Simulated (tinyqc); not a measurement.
Trap density from the capacitance step.

Question. A junction with shallow donors Nd and a deep trap has C_HF = eps0 eps_r/W and C_LF = eps0 eps_r (Nd + Nt)/(Nd W + Nt xt), xt = W - lam. Find W, xt and Nt.

Inputs (values chosen for the exercise):
```
symbol   value   unit                meaning
eps_r     11.6         relative permittivity
Nd      5.5e15  cm^-3  shallow donor density
```

Constants: eps0 = 8.8541878128e-14 F/cm where lengths are in cm. Results are converted to the units shown.

C_HF = 25.371359 nF/cm^2
C_LF = 26.535718 nF/cm^2
lam = 202.09716 nm

Solution. C_HF gives W. With y = C_LF/C_HF, Nt/Nd = (y - 1)/(1 - y xt/W).

W = 404.8 nm
xt = 202.7 nm
Nt = 5.300e14 cm^-3

tinyqc, about 0.01 s, one thread, Intel Xeon 2.30GHz (shared host): `OMP_NUM_THREADS=1 python tinyqc.py 2050126 2050127 out.jsonl`
